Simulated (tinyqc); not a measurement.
Plasmons of a degenerate electron gas in the random-phase approximation, step by step. Values are carried at full precision from step to step, so a last printed digit may differ when a step is redone from the rounded ones.

Zero temperature, parabolic band: kF = (3 pi^2 n)^(1/3), EF = c kF^2/m, Ep^2 = 8 pi c e2 n/(m eb), qTF^2 = 6 pi e2 n/(eb EF), c = hbar^2/2m0, e2 = e^2/(4 pi eps0), n in 1/angstrom^3 (1e-24 per 1/cm^3).

Constants: hbar^2/2m0 = 3.80998211 eV angstrom^2; e^2/(4 pi eps0) = 14.39964547 eV angstrom; a0 (Bohr radius) = 0.5291772105 angstrom.

Parameters, chosen for this exercise (a free-electron density near that of Al; the results hold for these values, not for the real material): n = 1.8e+23 1/cm^3 (electron density); m = 1 m0 (mass); eb = 1 (background dielectric constant); q = 1.34 1/angstrom (wave vector); E = 12.9 eV (energy transfer); qp = 0.321 1/angstrom (wave vector of the plasmon).

## Scales of the gas

Also rs = (3/(4 pi n))^(1/3) m/(a0 eb).

kF = 1.7468 1/angstrom
EF = 11.625 eV
Ep = 15.754 eV
qTF = 2.0501 1/angstrom
hbar vF = 13.310 eV angstrom
rs = 2.076

Ep/EF = 1.355. With rs above 1 exchange and correlation, left out here, lower the dispersion noticeably.

## The dielectric function at one point

Lindhard function: eps(q, E)/eb = 1 + (qTF/q)^2 (f1 + i f2) with z = q/(2 kF), u = E/(hbar vF q), hbar vF = 2 c kF/m; f1 = 1/2 + [h(z - u) + h(z + u)]/(8 z), h(x) = (1 - x^2) ln|(x + 1)/(x - 1)|; f2 = pi u/2 for z + u < 1, (pi/(8 z))(1 - (z - u)^2) for |z - u| < 1 < z + u, else 0. Pairs exist for c (q^2 - 2 q kF)/m < E < c (q^2 + 2 q kF)/m.

Give also the loss function Im(-eb/eps).

z, u: 0.3836  0.7233

f1, f2: 0.0773  0.9057

eps/eb = 1.181+2.120i
loss function = 0.360

The point lies inside the pair continuum, so eps has an imaginary part.

## The plasmon at one wave vector

Solve f1 (qTF/q)^2 = -1 above the continuum, and compare with E^2 = Ep^2 + (3/5)(hbar vF q)^2 + (c q^2/m)^2.

top of the continuum = 4.665 eV
plasmon energy = 16.11 eV
short formula = 16.10 eV

The plasmon lies 11.44 eV above the continuum and 2.2 % above Ep; the short formula errs by -0.02 %.

## Where Landau damping starts

Find qc at which the plasmon meets the top of the continuum, eps(qc, c (qc^2 + 2 qc kF)/m) = 0, and compare with Ep/(hbar vF).

qc = 1.292 1/angstrom
qc/kF = 0.739
energy there = 23.55 eV
Ep/(hbar vF) = 1.184 1/angstrom

The simple estimate is 0.916 times qc.

## Checks

- F-sum of the loss function at q = 1.3 qc over (pi/2) Ep^2 against 1: both 1.00.
- f1 at E = 0 and z = 0.6 against the static Lindhard function: both 0.86968.

Program tinyqc; command `OMP_NUM_THREADS=1 python tinyqc.py 1682327 1682328 out.jsonl`; about 0.01 s on one thread of a shared Intel(R) Xeon(R) Processor @ 2.30GHz.
